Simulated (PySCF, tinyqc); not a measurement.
A ladder of methods, and size consistency: correlation methods against full CI in the 6-31g basis, for H4, spin multiplicity 1. Computed by the program tinyqc with PySCF. All electrons correlated; +Q is the Davidson correction (1 - c0^2) E_corr. The last columns treat two copies 100 angstrom apart as one system. FCI is the lowest singlet.

Geometry (angstrom):

| atom | x | y | z |
|---|---|---|---|
| H | 0.0000 | 0.0000 | 0.0000 |
| H | 0.0000 | 0.0000 | 0.9620 |
| H | 0.0000 | 1.3700 | 0.0000 |
| H | 0.0000 | 1.3700 | 0.9620 |

RHF energy of one = -2.098357 hartree

Correlation energies (hartree):

| method | E_corr of one | share of FCI (%) | E_corr of two at 100 angstrom | two minus twice one (mhartree) |
|---|---|---|---|---|
| MP2 | -0.045930 | 65.1107 | -0.091859 | 0.0000 |
| CISD | -0.068531 | 97.1517 | -0.129922 | 7.1414 |
| CISD+Q | -0.072579 | 102.8897 | -0.142586 | 2.5720 |
| CCSD | -0.070434 | 99.8483 | -0.140867 | 0.0000 |
| CCSD(T) | -0.070499 | 99.9403 | -0.140997 | 0.0000 |
| FCI | -0.070541 | 100.0000 | - | - |

What does the comparison show, and why?

MP2 recovers 65 %, CISD 97.2 % and CCSD 99.8 % of the FCI value (c0^2 = 0.941 in CISD). MP2 and coupled cluster are size consistent, so their last column vanishes; CISD loses 7.14 mhartree, since a double excitation on each copy is a quadruple of the pair, and the Davidson correction leaves +2.57. The restricted reference is unstable here: a spin-polarised solution lies 0.0001 hartree lower (PySCF), so results built on it describe a poor reference.
